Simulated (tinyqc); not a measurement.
Rutherford backscattering from a thin compound film on silicon: kinematics, yields, composition and thickness. Changing the beam energy E0. Computed by tinyqc, a small Python program. Command: `OMP_NUM_THREADS=1 python tinyqc.py 3016561 3016562 out.jsonl rbs sweep`. One thread of a shared host (Intel(R) Xeon(R) Processor @ 2.30GHz), about 0.01 s of CPU time with the checks.

Singly charged helium ions (Z1 = 2, M1 = 4.0026 u) enter at the tilt angle a1 to the normal and leave at a2 = |180 - theta - tilt| in the same plane. The film is A B_x.

Inputs (values chosen for the exercise, modelled on a helium beam on WSi2):
```
quantity                                value           unit
scattering angle theta                    170        degrees
tilt of the sample                          0        degrees
heavy element: Z_A                         74              -
heavy element: mass M_A                 183.8              u
heavy element: stopping eps_A at 2 MeV    110  1e-15 eV cm^2
light element: Z_B                         14              -
light element: mass M_B                 28.09              u
light element: stopping eps_B at 2 MeV   48.1  1e-15 eV cm^2
atoms of B per atom of A, x              1.99              -
atomic density of the film               72.2         1/nm^3
film thickness d                          9.4             nm
collected charge                          8.4   microcoulomb
detector solid angle                      4.4            msr
detector resolution (FWHM)                 16            keV
```

Constants: e^2/(4 pi eps_0) = 14.39964548 eV angstrom; e = 1.602176634e-19 C.

Method:
- Kinematic factor K = [(sqrt(M^2 - M1^2 sin^2 theta) + M1 cos theta)/(M + M1)]^2.
- Surface edges lie at K E0; substrate silicon has M = 28.09 u. Mass resolution at M_A = resolution/(E0 dK/dM).
- Stopping per atom eps(E) = eps(2 MeV) (E/2 MeV)^(-0.4) (a law chosen for the exercise); Bragg rule eps_film = (eps_A + x eps_B)/(1 + x); areal density N d, with 1/nm^2 = 0.1 x 1e15/cm^2.
- Width of the signal of element i: [K_i eps(E0)/cos a1 + eps(K_i E0)/cos a2] N d; depth resolution = resolution x d/width of A; energy lost on the way in = eps(E0) N d/cos a1.
- Rutherford cross section in the laboratory frame: sigma = (Z1 Z e^2/(4 pi eps_0 4E))^2 (4/sin^4 theta) (r + cos theta)^2/r, r = sqrt(1 - (M1 sin theta/M)^2), times the screening factor 1 - 0.049 Z1 Z^(4/3)/E (E in keV); 1 angstrom^2 = 1e8 barn.
- Counts = (charge/e) x solid angle x sigma(E_mean) x areal density of the element/cos a1, E_mean = E0 - half the energy lost on the way in; 1 barn = 1e-24 cm^2. The ratio of areas returns x = (Y_B/Y_A)(sigma_A/sigma_B), with the counting error sqrt(1/Y_A + 1/Y_B).

One run for each value:
```
beam energy E0 (MeV)  mass resolution at M_A (u)  depth resolution (nm)  counting error of x without background (%)
1.0                                       37.073                 12.401                                      1.0168
1.2                                       30.894                 13.340                                      1.2205
1.5                                       24.716                 14.585                                      1.5259
1.8                                       20.596                 15.688                                      1.8313
2.0                                       18.537                 16.364                                      2.0349
2.2                                       16.852                 17.000                                      2.2384
2.5                                       14.829                 17.891                                      2.5437
2.8                                       13.240                 18.721                                      2.8490
3.0                                       12.358                 19.245                                      3.0525
```

What does the table show, and why?

Over the rows, mass resolution at M_A (u) falls from 37.1 to 12.4 (exponent d ln y / d ln x about -1.00 throughout); depth resolution (nm) rises from 12.4 to 19.2 (exponent d ln y / d ln x about 0.40 throughout); counting error of x without background (%) rises from 1.02 to 3.05 (exponent d ln y / d ln x about 1.0 throughout). The exponent of mass resolution at M_A stays at -1: edges spread in proportion to E0. The exponent of depth resolution stays at 0.40: the chosen stopping law. The exponent of counting error of x without background stays at 1: sigma falls as 1/E^2 and the error goes as its inverse root. A higher energy buys mass resolution at the price of depth resolution and counts; above about 2 to 3 MeV light elements also show non-Rutherford resonances.

Caution (all rows): the silicon signal of the film merges with that of the substrate, so only the width of A can be read directly. Caution (all rows): film and substrate silicon overlap, so Y_B must be separated by a fit.
